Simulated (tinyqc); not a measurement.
Superjunction drift layer against a plain one, charge balance: one step of the calculation.

Alternating n and p pillars of equal width wp, doping N and length Lp. When depleted, the lateral field peaks at Ex = q N wp/(2 eps0 eps_r) at the pillar junctions and a uniform vertical field Ey is added; breakdown is taken where Ex^2 + Ey^2 = Ef^2. Only the n pillars conduct, narrowed by the zero-bias depletion. A first-order model: the field peaks at the pillar ends are left out.

Question. Loss of breakdown voltage by imbalance. An imbalance dl leaves the mean net doping |dl| N/2, which tilts the vertical field by s = q |dl| N/(2 eps0 eps_r): BV(dl) = Ey Lp - s Lp^2/2, or Ey^2/(2 s) if the field reaches zero inside the pillar.

Values chosen for this exercise; values close to those of silicon:
- eps_r = 11.8 (relative permittivity of the semiconductor)
- BV = 620 V (wanted breakdown voltage)
- dl = -5.8 % (charge imbalance (Nn - Np)/N)

Constants: q = 1.602176634e-19 C, eps0 = 8.8541878128e-14 F/cm where lengths are in cm. Results are converted to the units shown.

N = 3.2779357e15 cm^-3
Ey = 0.24770822 MV/cm
Lp = 25.029448 um

Give: tilt s; BV(dl); loss.

Answer.

tilt s = 1.458 kV/(cm um)
BV(dl) = 574.3 V
loss = 7.365 %

Numbers from tinyqc (`OMP_NUM_THREADS=1 python tinyqc.py 2590104 2590105 out.jsonl`; about 0.01 s on one thread of a shared Intel Xeon 2.30GHz).
